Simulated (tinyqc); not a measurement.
What each parameter does: k.p values derived from sp3s* tight binding at Gamma.

At Gamma the states are two-level mixtures: s-like S+ (upper) and S- (lower) from [[Esa, Vss], [Vss, Esc]], p-like P- (valence) and P+ from [[Epa, Vxx], [Vxx, Epc]], and the bare s* levels. With real k in 1/angstrom and kz = 0, the phase sums over the four bonds are g0 = 1 - (a k/4)^2/2, g1 = i a kx/4, g3 = -(a/4)^2 kx ky to second order. Each mixture is written (anion, cation) with the anion part positive. c = hbar^2/2m0. No spin-orbit coupling.

Recipe: P = (a/4)(sa pc Vsapc + sc pa Vscpa) between an s and a p state ((a/4) pc Vxapc and (a/4) pa Vpaxc for s*), Ep = P^2/c for S+ to P-; m0/m = [-(a/4)^2 sa sc Vss + sum P^2/(E(S+) - E(P))]/c; L = d0 + F, M = d0 + H1, N = dN + F + H1 with d0 = -(a/4)^2 pa pc Vxx, dN = -2 (a/4)^2 pa pc Vxy, F = sum P^2/(E(P-) - E(s)) over the four s-like states, H1 = Q^2/(E(P-) - E(P+)), Q = (a/4) Vxy (pa p'c - pc p'a); g1 = -(L + 2M)/(3c), g2 = -(L - M)/(6c), g3 = -N/(6c).

Constants: hbar^2/2m0 = 3.80998211 eV angstrom^2.

Parameters, chosen for this exercise (near a published set for SiC, fitted to gaps, whose masses and valley positions are rough; shifted at random, so the results belong to these values and not to a real crystal):
```
symbol  value    unit      meaning
a       4.358    angstrom  lattice constant
Esa     -8.512   eV        s level of the anion
Epa     2.108    eV        p level of the anion
Esc     -4.835   eV        s level of the cation
Epc     4.325    eV        p level of the cation
Exa     9.589    eV        s* level of the anion
Exc     9.375    eV        s* level of the cation
Vss     -12.302  eV        s-s
Vxx     3.05     eV        px-px
Vxy     5.953    eV        px-py
Vsapc   9.569    eV        s anion, p cation
Vscpa   9.234    eV        s cation, p anion
Vxapc   8.792    eV        s* anion, p cation
Vpaxc   4.369    eV        p anion, s* cation
```

The recipe applied anew.

One parameter was then changed.

Results before and after:
```
case     EG (eV)  Ep (eV)  m (m0)     g1     g2     g3
base      5.7938   27.023  0.4493  2.655  0.700  0.977
changed   5.8952   26.951  0.5047  2.607  0.681  0.956
```

Which of these changes was made? (a) Esa = -8.662 eV; (b) a = 4.408 angstrom; (c) Exa = 9.739 eV; (d) Vxy = 5.803 eV; (e) Vsapc = 9.419 eV; (f) Epa = 1.958 eV; (g) Vpaxc = 4.219 eV.

Answer: (f) Epa = 1.958 eV. Of the candidates, run in turn, only this one gives the changed row.

All candidates:
```
case                EG (eV)  Ep (eV)  m (m0)     g1     g2     g3
base                 5.7938   27.023  0.4493  2.655  0.700  0.977
Vxy = 5.803 eV       5.7938   27.023  0.4493  2.599  0.714  0.970
a = 4.408 angstrom   5.7938   27.646  0.4392  2.716  0.716  0.999
Epa = 1.958 eV       5.8952   26.951  0.5047  2.607  0.681  0.956
Vpaxc = 4.219 eV     5.7938   27.023  0.4493  2.646  0.696  0.972
Exa = 9.739 eV       5.7938   27.023  0.4493  2.651  0.698  0.975
Esa = -8.662 eV      5.7301   27.036  0.4252  2.673  0.709  0.986
Vsapc = 9.419 eV     5.7938   26.698  0.4453  2.636  0.691  0.967
```

Vpaxc and Exa act through the s* states, which enter F alone and leave EG, Ep and m.

Computed by tinyqc, a small Python program: `OMP_NUM_THREADS=1 python tinyqc.py 1452834 1452835 out.jsonl` (the numbers bound the seed that draws the inputs); one thread of a shared host (Intel(R) Xeon(R) Processor @ 2.30GHz), about 0.01 s for the whole set of steps.
